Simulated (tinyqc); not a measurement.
Worked calculation: oxidation of curved silicon (wires and holes): cylindrical Deal-Grove kinetics with stress-retarded reaction. Computed by tinyqc, a small Python program that keeps every step. Command: `OMP_NUM_THREADS=1 python tinyqc.py 3031693 3031694 out.jsonl wireox walk`. One thread of a shared host (Intel(R) Xeon(R) Processor @ 2.30GHz), about 0.01 s of CPU time with the checks. Intermediate numbers are printed to about 5 digits and carried at full precision; extremes and crossings named in words are read from the listed rows.

Silicon fills r < a and oxide a < r < b. One volume of silicon gives 2.25 volumes of oxide, and the length is fixed.

Inputs (values chosen for the exercise, close to those used for silicon in dry oxygen):
```
quantity                       value        unit
prefactor B0                     832      um^2/h
activation energy E_B           1.23          eV
prefactor (B/A)0            4.27e+06        um/h
activation energy E_A           1.98          eV
starting silicon radius a0       100          nm
starting oxide x_i                 1          nm
viscosity prefactor eta0     1.7e-08        Pa s
viscosity energy E_eta          5.45          eV
critical shear stress s_c         91         MPa
activation volume V_k             13  angstrom^3
temperature T                    925           C
time t                           1.3           h
```

Shape: wire (convex).

Constants: k_B = 8.617333262e-05 eV/K.

## Planar constants and viscosity

B = B0 exp(-E_B/(k_B T)), B/A = (B/A)0 exp(-E_A/(k_B T)), eta = eta0 exp(E_eta/(k_B T)); 1 um = 1000 nm. Temperatures in kelvin are T(C) + 273.15.

B = 5576.7 nm^2/h

B/A = 20.043 nm/h

low-stress viscosity eta = 1.4282e+15 Pa s

k_B T = 0.10325 eV

## Rate at the start

Geometry: b^2 = b0^2 + 1.25 (a0^2 - a^2), b0 = a0 + x_i. Rate of oxide made per interface area: q = 1/[1/k + 2 a |ln(b/a)|/B], and |da/dt| = q/2.25. Reaction k = (B/A) exp(-sigma V_k/(k_B T)). New oxide pushes the old with radial speed u = 1.25 |da/dt| at r = a; the shear stress at radius r is s_c asinh(z a^2/r^2), z = 2 eta u/(a s_c) (Eyring flow), and the compressive normal stress at the interface is sigma = |int_a^b 2 s/r dr| = s_c |F(z) - F(z a^2/b^2)|, F(y) = int_0^y asinh(w)/w dw. q and sigma are solved together. 1 MPa angstrom^3 = 6.241509e-6 eV.

oxide radius b0 = 101 nm

rate q without stress = 19.900 nm/h

normal stress sigma = 13.661 MPa

factor on the reaction = 0.98932

rate q with stress = 19.689 nm/h

## State after time t

Integrate da/dt adaptively (tolerance 1e-8); a wire counts as consumed at a = 0.5 nm and a hole as closed at b = 0.5 nm. Planar reference: x^2 + A x = B t + x_i^2 + A x_i, A = B/(B/A).

silicon radius a = 90.371 nm

oxide thickness = 21.398 nm

normal stress at time t = 276.07 MPa

planar thickness = 24.841 nm

ratio to the planar thickness = 0.86140

Stress now cuts the reaction constant to 80 % of its planar value. Caution: planar dry oxides this thin grow faster than Deal-Grove predicts. Caution: the oxide is taken as a purely viscous fluid in steady flow; elasticity, stress-dependent diffusion and thin-oxide enhancement are left out.

## Geometry alone against geometry with stress

A dash marks a stress-free run that has consumed the wire or closed the hole.

Oxide thickness (nm):
```
t (h)  planar  curved, no stress  curved, with stress  a (nm)  sigma (MPa)
0.039   1.774              1.768                1.757  99.661        23.94
0.130   3.563              3.532                3.474  98.887        47.06
0.260   6.082              5.989                5.820  97.818        78.22
0.520  10.992             10.699               10.185  95.791       135.10
0.910  18.069             17.330               16.089  92.976       210.10
1.300  24.841             23.528               21.398  90.371       276.07
1.950  35.546             33.092               29.266  86.380       372.08
2.600  45.631             41.896               36.215  82.725       455.92
```

At 2.6 h the thickness is 0.918 of the planar value from geometry alone and 0.794 with stress. On a wire the new oxide spreads over a larger circumference, which thins it, while the oxidant converges on a smaller interface. Stress takes 14 % off the stress-free value. Caution: elasticity of the oxide, stress-dependent diffusion and thin-oxide enhancement are left out.

Checks made by the program: large-radius limit against the planar law (relative difference 1e-07).
